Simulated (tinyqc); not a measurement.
Non-radiative capture by multiphonon emission, one effective mode: one step, computed by the program tinyqc. Command: `OMP_NUM_THREADS=1 python tinyqc.py 3013073 3013074 out.jsonl capture walk`. One thread of a shared host (Intel(R) Xeon(R) Processor @ 2.30GHz), about 0.02 s of CPU time with the checks.

The initial state (free carrier plus empty centre) lies dE above the final state; both have the same frequency and are displaced by dQ.

Task: Geometry of the two curves. dQ = sqrt(2 S (hbar^2/u)/hbar omega); relaxation energy lambda = S hbar omega; phonons needed P = dE/hbar omega; classical barrier E_b = (dE - lambda)^2/(4 lambda); occupation n = 1/(exp(hbar omega/k_B T) - 1).

Inputs (values chosen for the exercise, for a model semiconductor):
```
quantity                  value  unit
energy released dE        0.274    eV
phonon energy hbar omega   25.4   meV
Huang-Rhys factor S        7.77     -
temperature T               300     K
```

Centre: attractive.

Constants: hbar^2/u = 4.18015928e-03 eV angstrom^2; k_B = 8.617333262e-05 eV/K.

Give: dQ; lambda; P; classical barrier E_b; occupation n.

Result:

dQ = 1.599 u^(1/2) angstrom

lambda = 0.197358 eV

P = 10.79

classical barrier E_b = 0.007441 eV

occupation n = 0.5984

dE exceeds lambda: the inverted case usual for deep centres, in which the curves cross on the far side of the initial minimum.
